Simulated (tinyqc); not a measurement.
Deformation-potential model of the Delta valleys of a conduction band: sweeps and comparisons. A value that a table varies takes the place of the one given here.

Valleys with axes along x, y and z, each a pair at +k and -k. Herring-Vogt shift of a valley with unit axis a: dE = Xd tr(e) + Xu a.e.a. Non-degenerate shares n_i = exp(-dE_i/kT)/sum_j exp(-dE_j/kT). Inverse mass tensor of a valley: (1 - a a)/mt + a a/ml; the masses are taken as independent of strain.

s11 = (C11 + C12)/((C11 - C12)(C11 + 2 C12)), s12 = -C12/((C11 - C12)(C11 + 2 C12)), s44 = 1/C44; exx = s11 sxx + s12 (syy + szz) and cyclic, exy = s44 sxy/2; tension is positive. A uniaxial stress X along the unit vector n is s_ij = X n_i n_j.

Constants: kB = 8.617333262e-05 eV/K.

Inputs chosen for the exercise (near those of Si; shifted at random, so the results belong to these values and not to a real crystal): ml = 0.945 m0 (longitudinal mass); mt = 0.183 m0 (transverse mass); Xd = 1.19 eV (dilation potential); Xu = 9.5 eV (uniaxial potential); C11 = 164.3 GPa; C12 = 62.5 GPa; C44 = 80.1 GPa; load = uniaxial [100] (kind of stress); T = 300 K (temperature); X1 = 1.1 GPa (size of the stress); X = 1.58 GPa (stress).

## Sweep of a uniaxial [100] stress

m_c = 1/(u.M.u) along [110] with M = sum_i n_i (inverse mass tensor); gain against zero stress at a fixed scattering time.

Results:

| X (GPa) | spread (meV) | lowest edge (meV) | n x | n y | n z | m_c (m0) | gain (%) |
|---|---|---|---|---|---|---|---|
| -1.00 | 93.3 | -77.3 | 0.949 | 0.026 | 0.026 | 0.3014 | -17.0 |
| -0.50 | 46.7 | -38.6 | 0.752 | 0.124 | 0.124 | 0.2830 | -11.6 |
| -0.20 | 18.7 | -15.5 | 0.507 | 0.246 | 0.246 | 0.2629 | -4.8 |
| 0.00 | 0.0 | 0.0 | 0.333 | 0.333 | 0.333 | 0.2503 | 0.0 |
| 0.20 | 18.7 | -3.2 | 0.195 | 0.402 | 0.402 | 0.2411 | 3.8 |
| 0.50 | 46.7 | -8.0 | 0.076 | 0.462 | 0.462 | 0.2337 | 7.1 |
| 1.00 | 93.3 | -16.0 | 0.013 | 0.493 | 0.493 | 0.2300 | 8.8 |

What does this show, and why?

Along [110] the gain is -17.0 % at -1.00 GPa and +8.8 % at 1.00 GPa. The slope at zero stress (from +/- 0.001 GPa), +22.1 % per GPa, carried to the ends would give -22 and +22 %; the response falls behind at both ends, as it saturates once the spread passes a few kT (kT = 25.9 meV, spread up to 93 meV).

## Gain for each load and current direction

Each load has the size X1. Gain m_c(0)/m_c - 1 in per cent from repopulation alone, m_c = 1/(u.M.u), M = sum_i n_i (inverse mass tensor); biaxial means sxx = syy.

Gain (%); + is tension, - compression:

| load | [100] | [010] | [001] | [110] | [1-10] | [111] |
|---|---|---|---|---|---|---|
| uniaxial [110] (+) | 24.9 | 24.9 | -49.8 | 24.9 | 24.9 | 0.0 |
| uniaxial [110] (-) | -14.8 | -14.8 | 29.7 | -14.8 | -14.8 | 0.0 |
| uniaxial [100] (+) | 35.7 | -17.9 | -17.9 | 8.9 | 8.9 | 0.0 |
| uniaxial [100] (-) | -69.5 | 34.8 | 34.8 | -17.4 | -17.4 | 0.0 |
| uniaxial [111] (+) | 0.0 | 0.0 | 0.0 | 0.0 | 0.0 | 0.0 |
| uniaxial [111] (-) | 0.0 | 0.0 | 0.0 | 0.0 | 0.0 | 0.0 |
| biaxial (001) (+) | 34.8 | 34.8 | -69.5 | 34.8 | 34.8 | 0.0 |
| biaxial (001) (-) | -17.9 | -17.9 | 35.7 | -17.9 | -17.9 | 0.0 |

How do the results move?

The largest gain is +35.7 %, for uniaxial [100] (+) with the current along [100] and biaxial (001) (-) with the current along [001]; for a [110] channel it is +34.8 %, under biaxial (001) (+). No gain or loss appears under uniaxial [111]: the valleys stay equivalent (in real silicon shear also changes the masses, which this model leaves out).

## Temperature and repopulation

The load is fixed; m_c along [110] as 1/(u.M.u).

Results:

| T (K) | kT (meV) | n x | n y | n z | m_c (m0) |
|---|---|---|---|---|---|
| 50 | 4.31 | 0.000 | 0.500 | 0.500 | 0.2292 |
| 77 | 6.64 | 0.000 | 0.500 | 0.500 | 0.2292 |
| 150 | 12.93 | 0.000 | 0.500 | 0.500 | 0.2292 |
| 225 | 19.39 | 0.000 | 0.500 | 0.500 | 0.2292 |
| 300 | 25.85 | 0.002 | 0.499 | 0.499 | 0.2293 |
| 400 | 34.47 | 0.007 | 0.497 | 0.497 | 0.2296 |
| 500 | 43.09 | 0.016 | 0.492 | 0.492 | 0.2301 |

What can be read from the table?

The largest share falls from 0.500 at 50 K to 0.492 at 500 K (equal shares: 0.333); m_c goes from 0.2292 to 0.2301, against 0.2503 without stress. Only spread/kT enters, so the small-stress response goes as 1/T.

## What each parameter does

Spread of the valley edges, lowest edge, largest share and m_c along [110]. Each row changes one parameter from the base and keeps the others.

Results:

| case | spread (meV) | lowest edge (meV) | largest share | m_c (m0) |
|---|---|---|---|---|
| base | 147.45 | -25.35 | 0.4992 | 0.2293 |
| ml = 1.134 m0 | 147.45 | -25.35 | 0.4992 | 0.2316 |
| mt = 0.146 m0 | 147.45 | -25.35 | 0.4992 | 0.1852 |
| Xd = 1.428 eV | 147.45 | -24.06 | 0.4992 | 0.2293 |
| Xu = 7.6 eV | 117.96 | -18.98 | 0.4974 | 0.2295 |
| C11 = 131.44 GPa | 217.73 | -45.73 | 0.4999 | 0.2292 |
| C12 = 50 GPa | 131.32 | -17.73 | 0.4984 | 0.2294 |
| C44 = 64.08 GPa | 147.45 | -25.35 | 0.4992 | 0.2293 |
| X = 1.264 GPa | 117.96 | -20.28 | 0.4974 | 0.2295 |
| T = 240 K | 147.45 | -25.35 | 0.4998 | 0.2292 |

What can be read from the table?

The largest shifts from the base row, up to three for each result and ties (the steps differ in size, so this ranks the rows, not the parameters). spread (meV): C11 +70.28, Xu -29.49, X -29.49; unchanged at the printed digits by ml, mt, Xd, C44 and T. lowest edge (meV): C11 -20.38, C12 +7.63, Xu +6.37; unchanged at the printed digits by ml, mt, C44 and T. largest share: Xu -0.0018, X -0.0018, C11 +0.0008; unchanged at the printed digits by ml, mt, Xd and C44. m_c (m0): mt -0.0441, ml +0.0023, Xu +0.0002, X +0.0002; unchanged at the printed digits by Xd and C44. Xd moves all valleys together, so it shifts the edge and nothing else.

Program tinyqc; command `OMP_NUM_THREADS=1 python tinyqc.py 1080275 1080276 out.jsonl`; about 0.01 s on one thread of a shared Intel(R) Xeon(R) Processor @ 2.30GHz.
